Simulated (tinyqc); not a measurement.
Inside a calculation. Method: UHF in the sto-3g basis, for BeH, spin multiplicity 2. This run ends on a higher stationary point, not on the lowest solution. One step of it, computed by the program tinyqc.

Question. Iteration 2: diagonalisation and new density. Diagonalise F' = X^T F X, C = X C', fill 3 alpha and 2 beta electrons from the bottom; D(s) = C_occ C_occ^T. Each column has its largest component positive (the first on a tie).

extrapolated F(alpha) (hartree), lower triangle:
```
            1Be 1s     1Be 2s    1Be 2px   1Be 2py    1Be 2pz      2H 1s
1Be 1s   -4.492482
1Be 2s   -1.298972  -0.539283
1Be 2px   0.000000   0.000000  -0.147509
1Be 2py   0.000000   0.000000  -0.039621  0.221182
1Be 2pz   0.020727  -0.118931   0.000000  0.000000   0.064929
2H 1s    -0.244809  -0.363304   0.000000  0.000000  -0.254933  -0.171015
```

extrapolated F(beta) (hartree), lower triangle:
```
            1Be 1s     1Be 2s   1Be 2px   1Be 2py    1Be 2pz      2H 1s
1Be 1s   -4.476142
1Be 2s   -1.276977  -0.420834
1Be 2px   0.000000   0.000000  0.304274
1Be 2py   0.000000   0.000000  0.005095  0.256858
1Be 2pz   0.019735  -0.116872  0.000000  0.000000   0.078440
2H 1s    -0.241897  -0.342846  0.000000  0.000000  -0.270086  -0.211713
```

X, lower triangle:
```
            1Be 1s     1Be 2s   1Be 2px   1Be 2py    1Be 2pz     2H 1s
1Be 1s    1.027690
1Be 2s   -0.144576   1.113479
1Be 2px   0.000000   0.000000  1.000000
1Be 2py   0.000000   0.000000  0.000000  1.000000
1Be 2pz  -0.010562   0.101970  0.000000  0.000000   1.119658
2H 1s     0.023182  -0.271850  0.000000  0.000000  -0.320272  1.203302
```

Give: F' = X^T F X; orbital energies; coefficients C; F' = X^T F X; orbital energies; coefficients C; D(alpha) after iteration 2; D(beta) after iteration 2.

Answer.

F' = X^T F X (alpha) (hartree), lower triangle:
```
         1        2        3       4        5       6
1  -4.3800
2  -0.7087  -0.1690
3   0.0000   0.0000  -0.1475
4   0.0000   0.0000  -0.0396  0.2212
5   0.0178   0.0195   0.0000  0.0000   0.2378
6  -0.0104  -0.3287   0.0000  0.0000  -0.3483  0.1327
```

orbital energies (alpha) (hartree): MO1 -4.4970, MO2 -0.3728, MO3 -0.1517, MO4 0.0708, MO5 0.2254, MO6 0.6205

coefficients C (alpha):
```
             MO1      MO2     MO3      MO4      MO5      MO6
1Be 1s    0.9908  -0.1983  0.0000  -0.2070   0.0000   0.1181
1Be 2s    0.0344   0.5882  0.0000   0.7679   0.0000  -0.6389
1Be 2px   0.0000   0.0000  0.9944   0.0000  -0.1057   0.0000
1Be 2py   0.0000   0.0000  0.1057   0.0000   0.9944   0.0000
1Be 2pz  -0.0020   0.2593  0.0000  -0.5955   0.0000  -0.9720
2H 1s    -0.0040   0.5072  0.0000  -0.3193   0.0000   1.1251
```

F' = X^T F X (beta) (hartree), lower triangle:
```
         1        2       3       4        5       6
1  -4.3668
2  -0.7040  -0.0426
3   0.0000   0.0000  0.3043
4   0.0000   0.0000  0.0051  0.2569
5   0.0165   0.0305  0.0000  0.0000   0.2618
6  -0.0120  -0.3259  0.0000  0.0000  -0.3591  0.0824
```

orbital energies (beta) (hartree): MO1 -4.4794, MO2 -0.3493, MO3 0.1255, MO4 0.2563, MO5 0.3048, MO6 0.6381

coefficients C (beta):
```
             MO1      MO2      MO3      MO4     MO5      MO6
1Be 1s    0.9923  -0.1595  -0.2242   0.0000  0.0000   0.1318
1Be 2s    0.0288   0.4438   0.8209   0.0000  0.0000  -0.6880
1Be 2px   0.0000   0.0000   0.0000  -0.1057  0.9944   0.0000
1Be 2py   0.0000   0.0000   0.0000   0.9944  0.1057   0.0000
1Be 2pz  -0.0025   0.2772  -0.5819   0.0000  0.0000  -0.9753
2H 1s    -0.0025   0.6102  -0.2214   0.0000  0.0000   1.0971
```

D(alpha) after iteration 2, lower triangle:
```
          1Be 1s  1Be 2s  1Be 2px  1Be 2py  1Be 2pz   2H 1s
1Be 1s    1.0209
1Be 2s   -0.0826  0.3472
1Be 2px   0.0000  0.0000   0.9888
1Be 2py   0.0000  0.0000   0.1051   0.0112
1Be 2pz  -0.0534  0.1525   0.0000   0.0000   0.0673
2H 1s    -0.1045  0.2982   0.0000   0.0000   0.1315  0.2572
```

D(beta) after iteration 2, lower triangle:
```
          1Be 1s  1Be 2s  1Be 2px  1Be 2py  1Be 2pz   2H 1s
1Be 1s    1.0101
1Be 2s   -0.0422  0.1978
1Be 2px   0.0000  0.0000   0.0000
1Be 2py   0.0000  0.0000   0.0000   0.0000
1Be 2pz  -0.0467  0.1230   0.0000   0.0000   0.0769
2H 1s    -0.0998  0.2707   0.0000   0.0000   0.1692  0.3724
```
